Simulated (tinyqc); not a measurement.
Worked calculation: Weaire-Thorpe hybrids on a Bethe lattice: gap and dangling bond of an amorphous tetrahedral solid. Values are carried at full precision from step to step, so a last printed digit may differ when a step is redone from the rounded ones.

Four sp3 hybrids an atom at energy 0, coupled by -V1 on the atom and by -V2 along a bond; the bonds form a tree (no rings). For any network the gap runs at least from -V2 + V1 to V2 - 3 V1, and p-like states pile up at -V2 + V1 and V2 + V1. On the tree the gap is wider: it ends at Ec = -V1 + sqrt(V2^2 + 4 V1^2 - 2 sqrt3 V1 V2), which makes it well wider than the gaps of the real glasses. A branch seen from a hybrid has the self-energy S = V2^2 g, where g is the Green function of the hybrid across the bond, whose three partners carry S themselves. With a = z - V1, b = a - S: g = 1/(a + V1 b/(b + 3 V1)), z = E + i eta. A full atom has G = (1/b)(b + 3 V1)/(b + 4 V1) per hybrid; a dangling hybrid with shift dh has G = 1/(1/g - dh).

Parameters, chosen for this exercise (of the size of tabulated hybrid energies for amorphous silicon; not measured data): V1 = 1.85 eV (coupling of two hybrids on one atom); V2 = 4.52 eV (coupling of the two hybrids of a bond); E = -5.62 eV (energy); eta = 0.02 eV (broadening); dh = 0.45 eV (shift of the dangling hybrid (rehybridisation)).

## Edges

Bounds -V2 + V1 and V2 - 3 V1. On the tree the s-like bands are narrower: E = -V1 -/+ sqrt(V2^2 + 4 V1^2 + V1 V2 e) with e from -2 sqrt3 to 2 sqrt3 (for a crystal, -4 to 4), so the conduction edge is -V1 + sqrt(V2^2 + 4 V1^2 - 2 sqrt3 V1 V2).

edges (eV): Ev -2.6700, Ec(bound) -1.0300, Ec(tree) 0.4202

gaps (eV): (bound, reached in the crystal) 1.6400, (tree) 3.0902

The gap needs no periodicity, only V2 > 2 V1 (here V2/V1 = 2.443); leaving out rings widens it by 1.450 eV. Two parameters give the trend, not the value.

## The self-energy at one energy

S = V2^2 g is a quadratic A S^2 + B S + C = 0 with A = a + V1, B = -(a (a + 4 V1) + V2^2), C = V2^2 (a + 3 V1), a = z - V1. Of the two roots take the one with Im S < 0 (if both qualify, the decaying one, with the smaller |V1 V2 g/(b + 3 V1)|).

A, B, C: -5.6200+0.0200i  -20.9529+0.1508i  -39.2264+0.4086i

roots (eV): -1.8581+1.8789i  -1.8702-1.8654i

S = -1.8702-1.8654i eV

## Densities at that energy

With z = E + i eta, b = z - V1 - S: full atom G = (b + 3 V1)/(b (b + 4 V1)); g = S/V2^2; dangling hybrid 1/(1/g - dh); densities -Im G/pi.

G (1/eV): (bulk) -0.0541-0.1099i, (dangling with dh = 0) -0.0915-0.0913i, (dangling with dh) -0.0912-0.0841i
densities (1/eV): (bulk) 0.0350, (dangling with dh = 0) 0.0291, (dangling with dh) 0.0268

## The dangling-bond level

For eta = 0 the level solves 1/g(E) = dh inside the gap (bisection); its weight on the dangling hybrid is 1/(d(1/g)/dE), by central differences with step 1e-5 eV.

level = 0.2026 eV
above Ev = 2.8726 eV
weight on the dangling hybrid = 0.396

The level lies at 93 % of the gap of the tree; 60 % of it spreads over the back bonds.

## Checks

- Conduction edge from the formula against the zero of the discriminant: both 0.420150.
- S from the quadratic against damped iteration of S = V2^2 g: both -1.870192.

(tinyqc, `OMP_NUM_THREADS=1 python tinyqc.py 1480223 1480224 out.jsonl`, Intel(R) Xeon(R) Processor @ 2.30GHz, 1 thread, shared host, about 0.02 s.)
